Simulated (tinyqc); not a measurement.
Density of states of one tight-binding band on the triangular lattice: sweeps and comparisons. A value that a table varies takes the place of the one given here.

E(k) = -2 t (cos 2 pi k1 + cos 2 pi k2 + cos 2 pi (k1 + k2)); k in fractions of the reciprocal vectors, mesh k_i = j/N with j = 0 .. N-1. Densities are per cell and per spin, so the band holds one state.

Each cell of the mesh is cut along (i+1, j)-(i, j+1) into two triangles. For corner energies e1 <= e2 <= e3 and eij = ei - ej, the share of the triangle below E is n = (E - e1)^2/(e21 e31) for e1 < E < e2 and n = 1 - (e3 - E)^2/(e31 e32) for e2 < E < e3; its density of states is g = dn/dE.

Gaussian broadening: g(E) = mean over the mesh of exp(-(E - E_k)^2/(2 sigma^2))/(sigma sqrt(2 pi)), n(E) = mean of erfc((E_k - E)/(sigma sqrt 2))/2.

Inputs chosen for the exercise: t = 1.03 eV (nearest hopping); N2 = 16 (mesh points along each axis in this comparison); sigma = 0.515 eV (Gaussian width); E = -1.94 eV (energy at which the density is wanted).

## Three ways to the same curve

N = N2 here; the reference is the linear method with N = 240.

g(E) (1/eV):

| E (eV) | reference | linear triangles | Gaussian, sigma | Gaussian, sigma/4 | reference n(E) |
|---|---|---|---|---|---|
| -5.337 | 0.048 | 0.051 | 0.046 | 0.063 | 0.039 |
| -4.494 | 0.052 | 0.052 | 0.052 | 0.004 | 0.081 |
| -3.651 | 0.057 | 0.057 | 0.055 | 0.072 | 0.127 |
| -2.808 | 0.063 | 0.063 | 0.067 | 0.148 | 0.177 |
| -1.966 | 0.070 | 0.071 | 0.067 | 0.056 | 0.233 |
| -1.123 | 0.081 | 0.083 | 0.085 | 0.150 | 0.296 |
| -0.280 | 0.097 | 0.095 | 0.099 | 0.068 | 0.371 |
| 0.563 | 0.122 | 0.126 | 0.126 | 0.039 | 0.462 |
| 1.405 | 0.178 | 0.188 | 0.201 | 0.208 | 0.584 |
| 2.248 | 0.287 | 0.293 | 0.245 | 0.247 | 0.817 |

What does this show, and why?

Root-mean-square errors against the reference: 0.0041 for linear triangles, 0.0154 for sigma and 0.0504 for sigma/4. The narrow Gaussian is worse than the wide one, because it resolves the separate mesh levels. The reference is highest at 2.248 eV of the energies listed, and half filling lies between 0.563 and 1.405 eV.

## Convergence with the mesh

At the energy E; the plain count is the share of mesh points below E; the reference is the linear method with N = 240.

Results:

| N | points | g linear | n linear | g Gaussian | n Gaussian | n plain count |
|---|---|---|---|---|---|---|
| 4 | 16 | 0.0937 | 0.1986 | 0.2827 | 0.2845 | 0.4375 |
| 6 | 36 | 0.0730 | 0.2217 | 0.0272 | 0.2009 | 0.1944 |
| 8 | 64 | 0.0751 | 0.2279 | 0.0830 | 0.2559 | 0.2969 |
| 12 | 144 | 0.0722 | 0.2317 | 0.0581 | 0.2387 | 0.2569 |
| 16 | 256 | 0.0712 | 0.2329 | 0.0672 | 0.2354 | 0.2383 |
| 24 | 576 | 0.0709 | 0.2337 | 0.0714 | 0.2360 | 0.2413 |
| 48 | 2304 | 0.0708 | 0.2343 | 0.0713 | 0.2360 | 0.2374 |

reference n and g: 0.2345  0.0707

What can be read from the table?

The linear n(E) stays within 0.002 of the reference from N = 16 on. The Gaussian g stays within 1 % of its last value from N = 24 on; it tends to the broadened curve, not the true one. At the last mesh it lies +0.001 1/eV from the reference g and the linear g 0.000. The plain count errs by +0.0029 at the last mesh.

## Critical points

The gradient vanishes at these points by symmetry; the signs of the eigenvalues of the second-derivative matrix give the type.

Critical points:

| point | k | E (eV) | positive | negative | type |
|---|---|---|---|---|---|
| Gamma | (0, 0) | -6.1800 | 2 | 0 | minimum |
| M | (0.5, 0) | 2.0600 | 1 | 1 | saddle |
| K | (0.3333, 0.3333) | 3.0900 | 0 | 2 | maximum |

How do the results move?

Gamma is a minimum at -6.180 eV: g has a step there. M is a saddle at 2.060 eV: g diverges logarithmically there. K is a maximum at 3.090 eV: g has a step there.

## What moves the count of states

Linear method and Gaussian sum with N = 48. Each row changes one parameter from the base and keeps the others.

Results:

| case | n linear | g linear (1/eV) | n Gaussian | g Gaussian (1/eV) |
|---|---|---|---|---|
| base | 0.2343 | 0.0708 | 0.2360 | 0.0713 |
| t = 1.133 eV | 0.2470 | 0.0662 | 0.2485 | 0.0665 |
| E = -1.837 eV | 0.2417 | 0.0720 | 0.2434 | 0.0724 |
| sigma = 1.03 eV | 0.2343 | 0.0708 | 0.2406 | 0.0731 |

How do the results move?

The largest shifts from the base row, up to three for each result and ties (the steps differ in size, so this ranks the rows, not the parameters). n linear: t +0.0127, E +0.0074; unchanged at the printed digits by sigma. g linear (1/eV): t -0.0046, E +0.0012; unchanged at the printed digits by sigma. n Gaussian: t +0.0125, E +0.0074, sigma +0.0046. g Gaussian (1/eV): t -0.0047, sigma +0.0019, E +0.0012.

Run: tinyqc, `OMP_NUM_THREADS=1 python tinyqc.py 1650377 1650378 out.jsonl`; Intel(R) Xeon(R) Processor @ 2.30GHz, one thread, shared host; about 0.09 s of CPU time with all checks.
